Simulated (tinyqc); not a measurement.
# Ellipsometry and reflectance of a transparent film on an absorbing substrate: two studies

Air (index 1), film, substrate with N2 = n2 - i k2; time factor exp(+i w t). q_j = sqrt(N_j^2 - sin^2 th), root with positive real part. Fresnel coefficients r_s = (q_a - q_b)/(q_a + q_b), r_p = (N_b^2 q_a - N_a^2 q_b)/(N_b^2 q_a + N_a^2 q_b). tan(Psi) exp(i Delta) = R_p/R_s, Delta taken from 0 to 360 degrees.

Inputs (values chosen for the exercise); indices close to those of silicon dioxide on silicon: wavelength lam = 632.8 nm; angle of incidence th = 65 degrees; index of the transparent film n1 = 1.47; film thickness d = 11 nm; index of the substrate n2 = 3.882; extinction coefficient of the substrate k2 = 0.019.

Each table varies one quantity; the others keep the values above.

## Psi and Delta against the film thickness

beta = 2 pi d q1/lam, X = exp(-2 i beta), R = (r01 + r12 X)/(1 + r01 r12 X) for p and s. The last column is the derivative of Delta.

Psi and Delta against the film thickness:

| d (nm) | Psi (degrees) | Delta (degrees) | \|R_p\|^2 | \|R_s\|^2 | dDelta/dd (degrees/nm) |
|---|---|---|---|---|---|
| 0 | 17.757 | 179.58 | 0.065410 | 0.63781 | -1.5687 |
| 0.5 | 17.759 | 178.80 | 0.065421 | 0.63780 | -1.5684 |
| 1 | 17.762 | 178.02 | 0.065444 | 0.63777 | -1.5679 |
| 1.5 | 17.767 | 177.23 | 0.065479 | 0.63773 | -1.5671 |
| 2 | 17.774 | 176.45 | 0.065524 | 0.63767 | -1.5660 |
| 2.5 | 17.782 | 175.67 | 0.065582 | 0.63760 | -1.5647 |
| 3 | 17.792 | 174.88 | 0.065651 | 0.63751 | -1.5631 |
| 3.5 | 17.803 | 174.10 | 0.065731 | 0.63741 | -1.5612 |
| 4 | 17.816 | 173.32 | 0.065823 | 0.63729 | -1.5590 |

What does the comparison show?

Delta falls from 179.58 to 173.32 degrees while Psi moves from 17.76 to 17.82: Delta changes 106 times as much as Psi. With the slope of the first row an error of 0.01 degree in Delta means 0.0064 nm.

## Effect of the angle of incidence

Same model as above.

dDelta/dd is the derivative of Delta; period lam/(2 q1).

Effect of the angle of incidence:

| th (degrees) | Psi (degrees) | Delta (degrees) | \|R_p\|^2 | \|R_s\|^2 | dDelta/dd (degrees/nm) | period (nm) |
|---|---|---|---|---|---|---|
| 50 | 31.546 | 173.64 | 0.18879 | 0.50094 | -0.56294 | 252.19 |
| 55 | 27.948 | 171.47 | 0.15181 | 0.53934 | -0.75309 | 259.21 |
| 60 | 23.559 | 168.23 | 0.11095 | 0.58351 | -1.0336 | 266.37 |
| 65 | 18.170 | 162.58 | 0.068295 | 0.63402 | -1.5032 | 273.38 |
| 70 | 11.674 | 149.24 | 0.029516 | 0.69140 | -2.4294 | 279.89 |
| 75 | 6.2615 | 95.081 | 0.0091040 | 0.75622 | -1.4707 | 285.53 |
| 80 | 13.171 | 26.584 | 0.045396 | 0.82899 | 1.7170 | 289.92 |
| 85 | 27.633 | 8.8451 | 0.24944 | 0.91014 | 0.69631 | 292.70 |

Psi goes from 31.5 through a minimum of 6.26 (at th = 75 among the rows listed) to 27.6 degrees and |R_p|^2 goes from 0.189 through a minimum of 0.00910 (at th = 75 among the rows listed) to 0.249. The slope of Delta is largest in size, 2.43 degrees/nm, at th = 70 among the rows. The bare substrate has its smallest |R_p| near arctan(n2) = 75.6 degrees.

Program tinyqc, `OMP_NUM_THREADS=1 python tinyqc.py 2870144 2870145 out.jsonl`; Intel Xeon 2.30GHz, shared host, one thread, about 0.01 s.
